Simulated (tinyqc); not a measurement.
From results back to parameters: standing waves and exposure in a photoresist film. Four cases, with inputs chosen for the exercise.

Problem. Bleaching of a resist on an index-matched plate: T(0) = T12 exp(-(A + B) d), T(end) = T12 exp(-B d), T12 = 1 - ((n1 - 1)/(n1 + 1))^2, and the first slope dT/dD = T(0) C A T12 (1 - exp(-(A + B) d))/(A + B). Here d = dT and D is the dose; A, B and C are hidden.

Find: A; B; C.

Method. A = ln(T(end)/T(0))/d, B = ln(T12/T(end))/d, and the slope then gives C.

Case 1.

Values chosen (out of a larger set: a resist on Si, indices near tabulated ones; not measured data): n1 = 1.76 (resist index); dT = 0.369 micrometre (resist thickness on an index-matched plate).

T(0) = 0.620411
T(end) = 0.631964
dT/dD = 0.00021812 cm^2/mJ

Solution.

A = 0.05 1/micrometre
B = 1.03 1/micrometre
C = 0.025 cm^2/mJ

Case 2.

Values chosen (out of a larger set: a resist on Si, indices near tabulated ones; not measured data): n1 = 1.714 (resist index); dT = 0.238 micrometre (resist thickness on an index-matched plate).

T(0) = 0.803094
T(end) = 0.818532
dT/dD = 0.00048960 cm^2/mJ

Solution.

A = 0.08 1/micrometre
B = 0.54 1/micrometre
C = 0.037 cm^2/mJ

Case 3.

Values chosen (out of a larger set: a resist on polySi, indices near tabulated ones; not measured data): n1 = 1.776 (resist index); dT = 0.51 micrometre (resist thickness on an index-matched plate).

T(0) = 0.489797
T(end) = 0.520709
dT/dD = 0.00079870 cm^2/mJ

Solution.

A = 0.12 1/micrometre
B = 1.12 1/micrometre
C = 0.039 cm^2/mJ

Case 4.

Values chosen (out of a larger set: a resist on Cu, indices near tabulated ones; not measured data): n1 = 1.695 (resist index); dT = 0.807 micrometre (resist thickness on an index-matched plate).

T(0) = 0.433671
T(end) = 0.854201
dT/dD = 0.0051748 cm^2/mJ

Solution.

A = 0.84 1/micrometre
B = 0.11 1/micrometre
C = 0.027 cm^2/mJ

Computed by tinyqc, one run a case: `OMP_NUM_THREADS=1 python tinyqc.py N N+1 out.jsonl` with N = 1682092, 1682099, 1682164, 1682212; one thread of a shared Intel(R) Xeon(R) Processor @ 2.30GHz, about 0.01 s a run at most.
